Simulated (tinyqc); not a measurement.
# Lifetime from the storage time

Question. In the charge-control model of a long diode dQ/dt = -Ir - Q/tau after the current is switched from If to -Ir, with Q(0) = If tau; the storage time ends at Q = 0. Find tau, the stored charge and the share of it that leaves through the terminals.

forward and reverse current (mA): 1.6  1.2
storage time = 516.85169 ns

Answer. Integrating gives ts = tau ln(1 + If/Ir). The extracted charge is Ir ts; the rest recombines.

tau = 610.0 ns
stored charge = 0.9760 nC
share extracted = 63.55 %

Program tinyqc, `OMP_NUM_THREADS=1 python tinyqc.py 2230125 2230126 out.jsonl`; Intel Xeon 2.30GHz, shared host, one thread, about 0.01 s.
